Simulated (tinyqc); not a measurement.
Adding salt: a particle near a wafer in liquid: double-layer and van der Waals forces (DLVO), deposition barrier and removal. Computed by tinyqc, a small Python program. Command: `OMP_NUM_THREADS=1 python tinyqc.py 3112653 3112654 out.jsonl dlvo walk`. One thread of a shared host (Intel(R) Xeon(R) Processor @ 2.30GHz), about 0.01 s of CPU time with the checks.

Sphere and flat wall, Derjaguin approximation, constant potentials in the linear-superposition form, no retardation and no hydration force.

Inputs (values chosen for the exercise, of the order of those for silica on silicon in water): particle radius R = 310 nm; Hamaker constant A = 1.3e-20 J; potential of the particle psi_1 = -26 mV; potential of the wafer psi_2 = -11 mV; salt concentration c = 0.0038 mol/L; valence z of the symmetric salt = 1; temperature T = 343 K; dielectric constant of the liquid = 63.7.

Constants: e = 1.602176634e-19 C; N_A = 6.02214076e+23 1/mol; eps_0 = 8.8541878128e-12 F/m; k_B = 1.380649e-23 J/K; k_B = 8.617333262e-05 eV/K.

Method:
- kappa^2 = 2 z^2 e^2 N_A (1000 c)/(eps eps_0 k_B T); gamma_i = tanh(z e psi_i/(4 k_B T)); Z = 64 pi eps eps_0 (k_B T/(z e))^2 gamma_1 gamma_2.
- The barrier height is zero when U = 0 and F = 0 together: kappa h = 1 and kappa = 6 Z/(e A), e = 2.718282 here; c follows from kappa^2, with the potentials held fixed.
- U(h) = Z R exp(-kappa h) - A R/(6 h); F(h) = -dU/dh = kappa Z R exp(-kappa h) - A R/(6 h^2), positive for repulsion.
- F = 0 reads x^2 exp(-x) = y with x = kappa h and y = A kappa/(6 Z); the left side peaks at x = 2 with 4/e^2 = 0.5413, so roots exist for smaller y: x < 2 is the barrier, x > 2 the secondary minimum.
- kappa scales as sqrt(c); potentials are held fixed. A dash marks rows without a maximum.

critical concentration = 0.00985534 mol/L

kappa = 0.209730 1/nm

Z = 1.98926 pN

Against the concentration:
```
c (mol/L)  Debye length (nm)  barrier at (nm)  barrier (k_B T)  minimum at (nm)  minimum (k_B T)
9.86e-07              296.00           18.526           114.66       3.0375e+03      -4.2144e-02
9.86e-06               93.60           10.690           102.90       8.2409e+02      -1.5256e-01
9.86e-05               29.60            6.317            82.74       2.1519e+02      -5.6845e-01
4.93e-04               13.24            4.501            61.17       8.1029e+01      -1.4644e+00
1.97e-03                6.62            3.497            36.24       3.3373e+01      -3.4066e+00
4.93e-03                4.19            3.088            16.34       1.7713e+01      -6.1149e+00
8.87e-03                3.12            2.965             2.52       1.1336e+01      -9.0670e+00
1.48e-02                2.42            3.049            -9.65       7.2037e+00      -1.3085e+01
2.96e-02                1.71                -                -                -                -
```

At low salt the barrier tends to Z R = 130 k_B T; it is half of that between 9.9e-5 and 4.9e-4 mol/L and changes sign at 0.0099 mol/L, while the secondary minimum deepens to -9.1 k_B T at 0.9 of that.

Extremes, crossings and ranges named in words are read from the listed rows.
